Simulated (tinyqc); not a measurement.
Complex band structure along [001] in sp3s* tight binding: one step. The layer matrices. Two cases, with inputs chosen for the exercise.

Problem. Parameters in the order Esa, Epa, Esc, Epc, Exa, Exc, Vss, Vxx, Vxy, Vsapc, Vscpa, Vxapc, Vpaxc. Form H0 and T.

For k = (0, 0, kz) the phase sums are g0 = cos(phi) and g3 = i sin(phi), phi = kz a/4, and the s, pz, s* orbitals of anion (a) and cation (c) decouple from px, py. With z = exp(i phi), H(z) = H0 + z T + T^T/z for any complex z. H0 is diagonal (Esa, Epa, Exa, Esc, Epc, Exc). The anion-cation block is B(z) = z U + W/z and the cation-anion block z W^T + U^T/z, where U has Vss/2 (s,s), Vsapc/2 (s,z), -Vscpa/2 (z,s), Vxx/2 (z,z), Vxapc/2 (s*,z), -Vpaxc/2 (z,s*), and W has the same values with the s-z and s*-z signs reversed. |z| = 1 is a band state, |z| < 1 decays along [001] as exp(-kappa d) over a distance d, kappa = -(4/a) ln|z|. No spin-orbit coupling.

Case 1.

Values chosen (out of a larger set: near a published set for GaSb, fitted to gaps, whose masses and valley positions are rough (light masses up to twice too heavy); not measured data): p = (-7.39, 0.847, -3.935, 2.894, 6.603, 6.032, -6.094, 1.58, 4.104, 4.943, 4.692, 4.976, 4.213) eV (order Esa, Epa, Esc, Epc, Exa, Exc, Vss, Vxx, Vxy, Vsapc, Vscpa, Vxapc, Vpaxc).

Case 2.

Values chosen (out of a larger set: near a published set for AlAs, fitted to gaps, whose masses and valley positions are rough (light masses up to twice too heavy); not measured data): p = (-7.489, 0.987, -1.154, 3.614, 7.438, 6.758, -6.611, 1.878, 4.295, 5.092, 5.501, 4.549, 5.002) eV (order Esa, Epa, Esc, Epc, Exa, Exc, Vss, Vxx, Vxy, Vsapc, Vscpa, Vxapc, Vpaxc).

Give: diagonal of H0; T.

Solution.

Case 1.

diagonal of H0 (eV): sa -7.3900, za 0.8470, s*a 6.6030, sc -3.9350, zc 2.8940, s*c 6.0320

T (eV):
```
          sa      za      s*a       sc      zc      s*c
sa    0.0000  0.0000   0.0000  -3.0470  2.4715   0.0000
za    0.0000  0.0000   0.0000  -2.3460  0.7900  -2.1065
s*a   0.0000  0.0000   0.0000   0.0000  2.4880   0.0000
sc   -3.0470  2.3460   0.0000   0.0000  0.0000   0.0000
zc   -2.4715  0.7900  -2.4880   0.0000  0.0000   0.0000
s*c   0.0000  2.1065   0.0000   0.0000  0.0000   0.0000
```

Case 2.

diagonal of H0 (eV): sa -7.4890, za 0.9870, s*a 7.4380, sc -1.1540, zc 3.6140, s*c 6.7580

T (eV):
```
          sa      za      s*a       sc      zc      s*c
sa    0.0000  0.0000   0.0000  -3.3055  2.5460   0.0000
za    0.0000  0.0000   0.0000  -2.7505  0.9390  -2.5010
s*a   0.0000  0.0000   0.0000   0.0000  2.2745   0.0000
sc   -3.3055  2.7505   0.0000   0.0000  0.0000   0.0000
zc   -2.5460  0.9390  -2.2745   0.0000  0.0000   0.0000
s*c   0.0000  2.5010   0.0000   0.0000  0.0000   0.0000
```

Computed by tinyqc, one run a case: `OMP_NUM_THREADS=1 python tinyqc.py N N+1 out.jsonl` with N = 1451586, 1451996; one thread of a shared Intel(R) Xeon(R) Processor @ 2.30GHz, about 0.01 s a run at most.
